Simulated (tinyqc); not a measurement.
# Worked calculation: random telegraph noise from one oxide trap in a small MOSFET

Program tinyqc, `OMP_NUM_THREADS=1 python tinyqc.py 2710128 2710129 out.jsonl`; Intel Xeon 2.30GHz, shared host, one thread, about 0.01 s. Printed values are rounded.

An acceptor-like trap exchanges electrons with the channel. Inversion charge Q = Cox u, u = n Vt W0(exp((Vg - VT)/(n Vt))), W0 the Lambert function, n = nf, Cox = eps0 eox/tox; linear regime Id = (W/L) mu Q Vd. Relative to threshold the surface potential rises by Vt ln(u/u0) and the oxide voltage by the rest of Vg - VT, with u0 = n Vt W0(1).

Values chosen for this exercise; values of the order met in silicon transistors: temperature T = 350 K; relative permittivity of the gate insulator (close to aluminium oxide) eox = 9.25; insulator thickness tox = 2.6 nm; depth of the trap from the channel interface xt = 0.38 nm; trap level above the channel Fermi level at threshold E0 = 0.23 eV; capture prefactor s0 = 4e-15 cm^2; capture barrier (lattice relaxation) EB = 0.45 eV; tunnelling decay length lt = 0.12 nm; thermal velocity vth = 1.8e7 cm/s; thickness of the inversion layer zi = 2.4 nm; threshold voltage VT = 0.23 V; body factor nf = 1.19; gate width W = 39 nm; gate length L = 170 nm; mobility mu = 360 cm^2/(V s); scattering coefficient of the charged trap asc = 8.7e-16 V s; drain voltage Vd = 0.02 V; gate voltage Vg = 1.19 V.

Constants: q = 1.602176634e-19 C, kB = 1.380649e-23 J/K, Vt = kB T/q, eps0 = 8.8541878128e-14 F/cm where lengths are in cm. Results are converted to the units shown.

Range of the model: VT is taken as given; short-channel effects and the uneven flow of current among few electrons are left out.

## Trap level, time constants and occupancy

N = Cox u/q; dpsi = Vt ln(u/u0); E = E0 - dpsi - (xt/tox)(Vg - VT - dpsi); capture time tc = 1/[(N/zi) vth s0 exp(-xt/lt - EB/Vt)]; emission time te = tc exp(-E/Vt); occupancy te/(tc + te).

u = 0.846559 V
N = 1.66442e13 cm^-2
dpsi = 0.112434 V
E = -0.00630893 eV
tc = 1.43415e-5 s
te = 1.76783e-5 s
occupancy = 0.552104

The trap lies 0.21 Vt below the Fermi level, so it is filled 55.2 % of the time.

## Step height

A = W L; threshold step dV = q (1 - xt/tox)/(Cox A); gm/Id = 1/(u + n Vt); relative step dI/I = (gm/Id) dV + asc mu/A. Id as defined.

electrons in the channel N A = 1103.51
dV = 0.655027 mV
gm/Id = 1.13321 1/V
number part of dI/I = 0.0742282 %
dI/I = 0.546626 %
Id = 4.40476 uA
dI = 24.0776 nA

## Lorentzian spectrum

Spectrum S(f) = 4 dI^2/{(tc + te)[(1/tc + 1/te)^2 + (2 pi f)^2]}; corner fc = (1/tc + 1/te)/(2 pi); variance dI^2 tc te/(tc + te)^2. Give S at f = 0, at fc and at 10 fc.

fc = 20100.3 Hz
S(0) = 4.54047e-21 A^2/Hz
S(fc) = 2.27024e-21 A^2/Hz
S(10 fc) = 4.49552e-23 A^2/Hz
rms current = 11.9733 nA

The rms value is 0.497 of the step; it reaches its largest share, 1/2, when tc = te.
